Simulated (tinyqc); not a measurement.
# Planar ballistic transistor, top-of-the-barrier model, step by step

Numbers from tinyqc (`OMP_NUM_THREADS=1 python tinyqc.py 2400026 2400027 out.jsonl`; about 0.01 s on one thread of a shared Intel Xeon 2.30GHz). Printed values are rounded.

At the top of the source barrier, states moving towards the drain are filled by the source (Fermi level 0) and states moving back by the drain (Fermi level -q Vd); nothing scatters. U is the shift of the band edge there, set by the capacitances CG, CD and CS (the total) and by the charge. Parabolic two-dimensional band; the source is grounded.

Values chosen for this exercise; mass and valleys close to those of indium arsenide: temperature T = 250 K; effective mass m = 0.0304 m0; valley degeneracy gv = 1; relative permittivity of the gate insulator eox = 7.5; insulator thickness tox = 2.8 nm; gate control CG/CS aG = 0.91; drain control CD/CS aD = 0.053; band edge at the barrier top above the source Fermi level at zero bias E0 = 0.39 eV; gate voltage Vg = 0.48 V; drain voltage Vd = 0.5 V.

Constants: q = 1.602176634e-19 C, kB = 1.380649e-23 J/K, hbar = 1.054571817e-34 J s, m0 = 9.1093837015e-31 kg, Vt = kB T/q, eps0 = 8.8541878128e-14 F/cm where lengths are in cm. Results are converted to the units shown.

## Density of states, capacitances and charge at zero bias

N0 = gv m kB T/(pi hbar^2), CG = eps0 eox/tox, vT = sqrt(2 kB T/(pi m)), CS = CG/aG, n0 = n at U = 0 and Vd = 0. eta1 = -(E0 + U)/Vt, eta2 = eta1 - Vd/Vt, n = (N0/2)[F_0(eta1) + F_0(eta2)], F_0(x) = ln(1 + exp x). UL = -(aG Vg + aD Vd).

N0 = 2.73580e11 cm^-2
CG = 2.37166 uF/cm^2
CS = 2.60622 uF/cm^2
n0 = 3758.63 cm^-2
UL = -0.4633 eV

## Iteration 1: self-consistent potential at the barrier top

U at the start (U = UL) = -0.4633 eV

eta1 = -(E0 + U)/Vt, eta2 = eta1 - Vd/Vt, n = (N0/2)[F_0(eta1) + F_0(eta2)], F_0(x) = ln(1 + exp x). U(out) = UL + q (n - n0)/CS. Newton step: U(new) = U + (U(out) - U)/(1 + CQ/CS), CQ = (q/Vt) dn/d(eta1) with both F' summed; F_0'(x) = 1/(1 + exp(-x)).

eta1 = 3.40244
eta2 = -19.8066
n = 4.69900e11 cm^-2
U(out) = -0.434413 eV
CQ = 0.984528 uF/cm^2
U after iteration 1 = -0.442333 eV

## Iteration 2: self-consistent potential at the barrier top

As before.

eta1 = 2.42921
eta2 = -20.7798
n = 3.43841e11 cm^-2
U(out) = -0.442162 eV
CQ = 0.934931 uF/cm^2
U after iteration 2 = -0.442207 eV

## Course of the iteration: self-consistent potential at the barrier top

Stop when U changes by less than 1e-9 eV, or after 90 iterations.

Course of the iteration:
```
iteration     U (eV)  |change| (eV)
1          -0.442333         0.0210
2          -0.442207        1.26e-4
3          -0.442207        7.87e-9
4          -0.442207              0
```

Converged in 4 iterations. The change falls from 0.021 in the first iteration to below the tolerance in the last.

## Current, mean velocity and share of the gate voltage

converged U = -0.442207 eV

N0 = gv m kB T/(pi hbar^2), CG = eps0 eox/tox, vT = sqrt(2 kB T/(pi m)), CS = CG/aG, n0 = n at U = 0 and Vd = 0. eta1 = -(E0 + U)/Vt, eta2 = eta1 - Vd/Vt, n = (N0/2)[F_0(eta1) + F_0(eta2)], F_0(x) = ln(1 + exp x). I = q (N0/2) vT [F_(1/2)(eta1) - F_(1/2)(eta2)] per width, F_(1/2)(x) = (2/sqrt(pi)) int_0^infinity u^(1/2)/(1 + exp(u - x)) du. Mean velocity I/(q n). CQ = (q/Vt) dn/d(eta1); the band edge follows the gate as -dU/dVg = aG/(1 + CQ/CS).

eta1 = 2.42337
n = 3.43107e11 cm^-2
I = 214.866 uA/um
mean velocity = 3.90865e7 cm/s
CQ = 0.934488 uF/cm^2
-dU/dVg = 0.669826 eV/V

The carriers from the source are degenerate (eta1 = 2.42), and the mean velocity is 1.39 times vT = sqrt(2 kB T/(pi m)) = 2.82e7 cm/s.
